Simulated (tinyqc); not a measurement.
# Gap voltage and exponent from three temperatures

Inverse problem. At constant current VBE(T) = Vg0 - a T - eta (kB T/q) ln T, where a is a constant. Find Vg0, eta and dVBE/dT at the middle temperature.

Constants: q = 1.602176634e-19 C, kB = 1.380649e-23 J/K. Results are converted to the units shown.

T (K): [300, 330, 360]
VBE at a constant current (V): [0.6973547591, 0.6414908874, 0.5847327125]

Solution. The relation is linear in Vg0, a and eta, so three points give a linear system; the slope is (VBE - Vg0 - eta kB T/q)/T. eta rests on the curvature of VBE(T) alone, so real fits need accuracy of some tens of microvolts or better.

Vg0 = 1.15 V
eta = 3.80
dVBE/dT = -1.88 mV/K

Computed by the program tinyqc: `OMP_NUM_THREADS=1 python tinyqc.py 2062159 2062160 out.jsonl`, one thread of a shared Intel Xeon 2.30GHz, about 0.01 s for the whole run.
